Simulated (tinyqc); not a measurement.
Starting guesses with plain Roothaan steps: SCF starting guesses in the 6-311g basis, for H2, spin multiplicity 1. Computed by the program tinyqc with PySCF. RHF with one setting changed at a time; a run stops when the energy changes by less than 1e-09 hartree and the error matrix is below 1e-5. Starts: the lowest orbitals of the core Hamiltonian, of the Wolfsberg-Helmholz matrix (K = 1.75), projected atomic densities, random orbitals, and the highest orbitals of the core Hamiltonian (a deliberately bad start).

Geometry (angstrom):
```
atom       x       y       z
H     0.0000  0.0000  0.0000
H     0.0000  0.0000  1.0460
```

lowest restricted solution found by these runs and by PySCF = -1.088316 hartree

Largest element of the error matrix X^T (FDS - SDF) X:
```
iteration     core  Wolfsberg-Helmholz  atomic densities   random  highest core orbitals
1          8.7e-02             4.4e-01           1.1e-01  1.3e+00                1.6e-01
2          1.8e-02             6.3e-02           1.2e-02  3.2e-01                1.6e-01
3          4.4e-03             7.9e-03           2.7e-03  3.5e-02                2.8e-02
4          1.1e-03             1.2e-03           6.2e-04  3.9e-03                6.5e-03
5          2.6e-04             2.5e-04           1.4e-04  9.8e-04                1.5e-03
6          5.9e-05             6.2e-05           3.3e-05  2.6e-04                3.5e-04
8          3.1e-06             3.4e-06           1.7e-06  2.0e-05                1.9e-05
10               -                   -                 -  1.8e-06                9.8e-07
```

How each run ends:
```
run                    iterations  E (hartree)         state
core                            8    -1.088316  lowest found
Wolfsberg-Helmholz              8    -1.088316  lowest found
atomic densities                8    -1.088316  lowest found
random                         10    -1.088316  lowest found
highest core orbitals          10    -1.088316  lowest found
```

What does the comparison show, and why?

5 of 5 runs reach the lowest restricted solution found, in 8 to 10 iterations (fastest: core, Wolfsberg-Helmholz, atomic densities). The first errors are 9e-02, 4e-01, 1e-01, 1e+00, 2e-01.
